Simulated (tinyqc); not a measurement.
## Implanted layer, carriers, mobility and sheet resistance: effect of the peak chemical concentration

An n-type layer from the surface x = 0 to the junction xj, N(x) = N0 exp(-(x - Rp)^2/(2 sg^2)). Local neutrality (no depletion at surface or junction, no spilling of carriers), intrinsic carriers neglected, full ionisation of active dopants.

xj = Rp + sg sqrt(2 ln(N0/Nb)). Active dopant A = min(N, Ns); n = A - Nb; mobility mu = m1 + (m2 (T/300 K)^(-bt) - m1)/(1 + ((A + Nb)/Nr)^am). Dose = integral of N, carrier sheet density = integral of n, 1/Rs = q integral of n mu, mean mobility 1/(q Rs sheet density), Hall mobility (unit Hall factor) = integral of n mu^2 over integral of n mu, Hall sheet density = (integral of n mu)^2/integral of n mu^2; all from 0 to xj. Integrals on 4000 steps.

Values chosen for this exercise; values close to those of nitrogen in 4H silicon carbide over a p-type background:

| symbol | value | unit | meaning |
|---|---|---|---|
| T | 400 | K | temperature |
| Nb | 5.2e15 | cm^-3 | background doping of the opposite type |
| m1 | 41.6 | cm^2/(V s) | mobility limit at high doping |
| m2 | 939 | cm^2/(V s) | mobility limit at low doping, at 300 K |
| Nr | 1.9e17 | cm^-3 | reference doping of the mobility law |
| am | 0.587 |  | exponent of the mobility law |
| bt | 2.4 |  | temperature exponent of m2 |
| Ns | 4.89e19 | cm^-3 | solubility limit of active dopant |
| sg | 13 | nm | straggle after annealing |
| Rp | 8.3 | nm | projected range |

Constants: q = 1.602176634e-19 C. Results are converted to the units shown.

Effect of the peak chemical concentration:
columns A: N0 (cm^-3); B: xj (nm); C: dose (cm^-2); D: carriers (cm^-2); E: Rs (ohm/square); F: mean mobility (cm^2/(V s)); G: Rs xj (ohm nm); H: Hall/true sheet density
```
A           B         C         D        E      F        G       H
6.7e16  37.69  1.586e11  1.390e11  1.369e5  327.9  5.161e6  0.9974
1.8e17  42.91  4.308e11  4.085e11  5.551e4  275.2  2.382e6  0.9916
4.9e17  47.50  1.177e12  1.152e12  2.497e4  216.9  1.186e6  0.9800
1.3e18  51.50  3.126e12  3.099e12  1.225e4  164.4  6.308e5  0.9642
3.7e18  55.41  8.901e12  8.872e12     5876  119.7  3.256e5  0.9484
9.9e18  58.82  2.382e13  2.379e13     2911  90.13  1.712e5  0.9424
2.7e19  62.07  6.497e13  6.493e13     1365  70.42  8.473e4  0.9487
7.4e19  65.15  1.781e14  1.421e14    721.0  60.90  4.697e4  0.9628
2e20    68.04  4.812e14  1.776e14    588.4  59.71  4.004e4  0.9715
```

Read the table: what changes, and by how much?

As N0 goes from 6.7e16 to 2e20, xj rises from 37.7 to 68.0 nm, Rs falls from 1.37e5 to 588 ohm/square, the mean mobility falls from 328 to 59.7 cm^2/(V s) and the share of the dose that conducts goes from 87.6 through a maximum of 100 (at N0 = 2.7e19 among the rows listed) to 36.9 %. Rs goes as dose^(-0.90) at the low end and dose^(-0.20) at the high end; constant mobility and activation would give -1. Above N0 = Ns = 4.89e19 cm^-3 added dopant only widens the clipped top. For N0 = 6.7e16, 1.8e17, 4.9e17, 1.3e18 depletion at the junction, left out, would remove a tenth of the carriers or more.

Numbers from tinyqc (`OMP_NUM_THREADS=1 python tinyqc.py 2110009 2110010 out.jsonl`; about 0.01 s on one thread of a shared Intel Xeon 2.30GHz).
